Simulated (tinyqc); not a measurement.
Bulk transistor, scale length and short-channel effects: one step of the calculation.

A gate, an insulator of thickness ti and a depleted layer of depth ts on a conducting body. Below threshold the potential that source and drain add obeys Laplace's equation and vanishes on the gate and at the bottom of the depleted layer. Its lowest mode decays along the channel as exp(-k y); k is the smallest positive root of the matching condition at the interface, and the scale length is Lambda = pi/k.

Problem. Threshold shift, barrier position and swing. Along the channel psi(y) = s + a exp(y/l) + b exp(-y/l) with psi(0) = Vbi, psi(L) = Vbi + Vds and l = 1/k = Lambda/pi; with A = Vbi - s, B = A + Vds, x = exp(-L/l): a = (B - A x) x/(1 - x^2), b = (A - B x)/(1 - x^2). The minimum is s + 2 sqrt(a b), at y = (l/2) ln(b/a). The long-channel potential follows the gate as s = sT + (Vg - VTL)/m, and the threshold VT is the gate voltage at which the minimum equals sT. Swing = m Vt ln 10/g at threshold, g = d(minimum)/ds = 1 - (b x + a)/((1 + x) sqrt(a b)).

Inputs (values chosen for the exercise); permittivities: semiconductor made up, insulator close to that of hafnium oxide: temperature T = 293 K; channel length L = 52 nm; potential of the source Vbi = 0.96 V; potential of the barrier top at threshold sT = 0.49 V; long-channel threshold VTL = 0.37 V; long-channel body factor m = 1.09; drain voltage Vds = 0.8 V.

Constants: q = 1.602176634e-19 C, kB = 1.380649e-23 J/K, Vt = kB T/q. Results are converted to the units shown.

l = 5.2272385 nm

Give: s at threshold; a; b; position of the minimum; VT; swing.

Solution.

s at threshold = 0.47915 V
a = 6.1260e-5 V
b = 0.48079 V
position of the minimum = 23.439 nm
VT = 0.35817 V
swing = 64.369 mV/decade

The threshold lies 11.8 mV below the long-channel value, and the barrier top sits at 0.45 L from the source.

Program tinyqc, `OMP_NUM_THREADS=1 python tinyqc.py 2420174 2420175 out.jsonl`; Intel Xeon 2.30GHz, shared host, one thread, about 0.01 s.
